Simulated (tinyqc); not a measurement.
Worked calculation: empirical pseudopotential in a few plane waves. One step of it, computed by the program tinyqc.

Problem. Levels at k. Diagonalise the Hermitian matrix.

H(k) at k (eV):
```
           +0+0+0     -1-1-1     -1-1+1     -1+1-1     -1+1+1     +1-1-1     +1-1+1     +1+1-1
+0+0+0   1.647708   1.856791  -1.856791  -1.856791  -1.856791  -1.856791  -1.856791  -1.856791
-1-1-1   1.856791  21.237583   0.000000   0.000000  -0.217691   0.000000  -0.217691  -0.217691
-1-1+1  -1.856791   0.000000  21.735631   0.217691   0.000000   0.217691   0.000000   0.000000
-1+1-1  -1.856791   0.000000   0.217691  13.766868   0.000000   0.217691   0.000000   0.000000
-1+1+1  -1.856791  -0.217691   0.000000   0.000000  14.264916   0.000000   0.217691   0.217691
+1-1-1  -1.856791   0.000000   0.217691   0.217691   0.000000  13.932884   0.000000   0.000000
+1-1+1  -1.856791  -0.217691   0.000000   0.000000   0.217691   0.000000  14.430932   0.217691
+1+1-1  -1.856791  -0.217691   0.000000   0.000000   0.217691   0.000000   0.217691   6.462169
+1+1+1   1.856791   0.000000  -0.217691  -0.217691   0.000000  -0.217691   0.000000   0.000000
-2+0+0   0.000000  -1.856791  -1.856791  -1.856791   1.856791   0.865861  -0.865861  -0.865861
+0-2+0   0.000000  -1.856791  -1.856791   0.865861  -0.865861  -1.856791   1.856791  -0.865861
+0+0-2   0.000000  -1.856791   0.865861  -1.856791  -0.865861  -1.856791  -0.865861   1.856791
+0+0+2   0.000000  -0.865861   1.856791  -0.865861  -1.856791  -0.865861  -1.856791   0.865861
+0+2+0   0.000000  -0.865861  -0.865861   1.856791  -1.856791  -0.865861   0.865861  -1.856791
+2+0+0   0.000000  -0.865861  -0.865861  -0.865861   0.865861   1.856791  -1.856791  -1.856791

           +1+1+1     -2+0+0     +0-2+0     +0+0-2     +0+0+2     +0+2+0     +2+0+0
+0+0+0   1.856791   0.000000   0.000000   0.000000   0.000000   0.000000   0.000000
-1-1-1   0.000000  -1.856791  -1.856791  -1.856791  -0.865861  -0.865861  -0.865861
-1-1+1  -0.217691  -1.856791  -1.856791   0.865861   1.856791  -0.865861  -0.865861
-1+1-1  -0.217691  -1.856791   0.865861  -1.856791  -0.865861   1.856791  -0.865861
-1+1+1   0.000000   1.856791  -0.865861  -0.865861  -1.856791  -1.856791   0.865861
+1-1-1  -0.217691   0.865861  -1.856791  -1.856791  -0.865861  -0.865861   1.856791
+1-1+1   0.000000  -0.865861   1.856791  -0.865861  -1.856791   0.865861  -1.856791
+1+1-1   0.000000  -0.865861  -0.865861   1.856791   0.865861  -1.856791  -1.856791
+1+1+1   6.960216  -0.865861  -0.865861  -0.865861  -1.856791  -1.856791  -1.856791
-2+0+0  -0.865861  25.553997   0.217691   0.217691  -0.217691  -0.217691   0.000000
+0-2+0  -0.865861   0.217691  25.720012   0.217691  -0.217691   0.000000  -0.217691
+0+0-2  -0.865861   0.217691   0.217691  17.751250   0.000000  -0.217691  -0.217691
+0+0+2  -1.856791  -0.217691  -0.217691   0.000000  18.747345   0.217691   0.217691
+0+2+0  -1.856791  -0.217691   0.000000  -0.217691   0.217691  10.778582   0.217691
+2+0+0  -1.856791   0.000000  -0.217691  -0.217691   0.217691   0.217691  10.944598
```

Give: eigenvalues.

Solution.

eigenvalues (eV): [-0.4763, 4.2999, 6.4409, 7.8477, 12.0326, 12.9827, 13.8652, 14.3440, 15.4168, 18.6991, 19.8535, 19.8906, 23.7125, 26.7001, 28.3253]
